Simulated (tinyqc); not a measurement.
Worked calculation: single-oscillator infrared dielectric function of a polar cubic crystal. Computed by tinyqc, a small Python program that keeps every step. Command: `OMP_NUM_THREADS=1 python tinyqc.py 3023183 3023184 out.jsonl infrared walk`. One thread of a shared host (Intel(R) Xeon(R) Processor @ 2.30GHz), about 0.01 s of CPU time with the checks. Intermediate numbers are printed to about 7 digits and carried at full precision; extremes and crossings named in words are read from the listed rows.

One ion pair, charges +Z* and -Z*, in a cell of volume Omega = a^3/4. Frequencies omega are given as wavenumbers (1/cm); eps_s is the static dielectric constant.

Inputs (values chosen for the exercise, modelled on sodium chloride):
```
quantity                         value      unit
lattice constant a                5.64  angstrom
mass M_A                         22.99         u
mass M_B                         35.45         u
omega_TO                           163      1/cm
Born charge Z*                    1.07         e
eps_inf                           2.37         -
phonon damping gamma               5.8      1/cm
probe frequency / omega_TO       0.972         -
eps_m of the surrounding medium    3.9         -
```

Structure: rock salt. Free carriers: absent.

Constants: nu for 1 eV/(angstrom^2 u) = 15.6333042 THz; 1 THz = 33.35640952 1/cm; e^2/(4 pi eps_0) = 14.39964548 eV angstrom.

## LO frequency and static constant from the Born charge

mu = M_A M_B/(M_A + M_B); ionic plasma term W^2 = 4 pi Z*^2 (e^2/(4 pi eps_0))/(Omega mu) in eV/(angstrom^2 u), turned into 1/cm by W = 15.6333042 x 33.35640952 x sqrt(W^2); omega_LO^2 = omega_TO^2 + W^2/eps_inf; eps_s = eps_inf + W^2/omega_TO^2; Szigeti charge 3 Z*/(eps_inf + 2); longitudinal (Callen) charge Z*/eps_inf.

reduced mass mu = 13.94585 u

W = 300.1121 1/cm

omega_LO = 254.1104 1/cm

eps_s = 5.759939

Szigeti charge = 0.7345538 e

Callen charge = 0.4514768 e

omega_LO/omega_TO = 1.559; the ions supply 59 % of eps_s, as in a strongly ionic or soft-mode crystal.

## Optical constants at the probe frequency

eps(omega) = eps_inf + W^2/(omega_TO^2 - omega^2 - i gamma omega); n + i k = sqrt(eps) with k >= 0; R = |(n + i k - 1)/(n + i k + 1)|^2 at normal incidence from vacuum. omega is the probe ratio times omega_TO. Intensity decays over 1/(4 pi omega k); the loss function is Im(-1/eps).

omega = 158.436 1/cm

Re eps = 46.46362

Im eps = 27.61960

n = 7.089304

k = 1.947977

reflectivity R = 0.5903998

penetration depth of the intensity = 2.578413 micrometre

loss function = 0.009453232

Re eps is positive, but k is a large share of n: the wave is absorbed within about a wavelength.

## Spectrum around the optical phonon

The loss function is Im(-1/eps).

Spectrum:
```
omega (1/cm)        Re eps       Im eps            R    Im(-1/eps)
81.5              6.887376    0.1071607    0.2009030   0.002258513
139               14.64464     1.365316    0.3442941   0.006311282
158               44.69022     24.16339    0.5788179   0.009361719
163                   2.37     95.26897    0.7465186    0.01049011
186              -8.651467     1.481246    0.9023704    0.01922648
209              -2.867118    0.3709931    0.8935947    0.04438778
236             -0.7154125    0.1449965    0.8205100     0.2721206
254           6.995389e-05   0.09200677    0.4357762      10.86876
259              0.1498279   0.08232481    0.1876213      2.816856
269              0.4054026   0.06693669   0.04952868     0.3964698
292              0.8367799   0.04423991  0.002125460    0.06300566
381               1.610792   0.01414681   0.01407786   0.005451878
635               2.130899  0.002337962   0.03493644  5.148859e-04
```

R peaks among these rows at 186 per cm with 0.90 and is lowest, 0.002, at 292; far above omega_LO it tends to ((sqrt(eps_inf) - 1)/(sqrt(eps_inf) + 1))^2 = 0.045. Im eps is largest at 163 and the loss function at 254: absorption marks the TO mode and the loss function the LO mode. Re eps is negative in some rows, where R averages 0.87.

## Surface and particle modes

Without damping, eps(omega) = -x eps_m gives omega^2 = omega_TO^2 (eps_s + x eps_m)/(eps_inf + x eps_m): x = 1 for a flat surface at large wave vector, x = 2 for the dipole mode of a small sphere. The reflectivity R for light from vacuum (not from the medium eps_m) vanishes where eps = 1, omega^2 = omega_TO^2 (eps_s - 1)/(eps_inf - 1).

surface mode = 202.3210 1/cm

sphere mode = 188.2158 1/cm

zero of R = 303.8281 1/cm

Both modes lie between omega_TO and omega_LO, at 43 % and 28 % of the way up.

## Phonon polaritons

Transverse waves without damping obey Q^2 = omega^2 eps(omega), Q = wave vector/(2 pi) in 1/cm: eps_inf omega^4 - (eps_inf omega_LO^2 + Q^2) omega^2 + Q^2 omega_TO^2 = 0.

Branches (1/cm):
```
Q     lower branch  upper branch  Q/sqrt(eps_s)  Q/sqrt(eps_inf)
39         16.2026       254.855         16.250           25.333
120        48.6223       261.312         50.000           77.948
230        86.4091       281.827         95.834          149.401
390       122.4284       337.284        162.501          253.332
590       142.9307       437.059        245.835          383.246
980       155.4337       667.566        408.336          636.578
2000      161.1676      1313.910        833.338         1299.140
3900      162.5175      2540.843       1625.009         2533.322
```

The lower branch starts as light slowed by sqrt(eps_s) (0.997 of that line) and ends at 0.997 omega_TO; the upper starts at 1.003 omega_LO and ends at 1.003 of the light line with eps_inf. No branch lies between omega_TO and omega_LO.

Checks made by the program: Lyddane-Sachs-Teller relation eps_s/eps_inf = (omega_LO/omega_TO)^2 (relative difference below 1e-10).
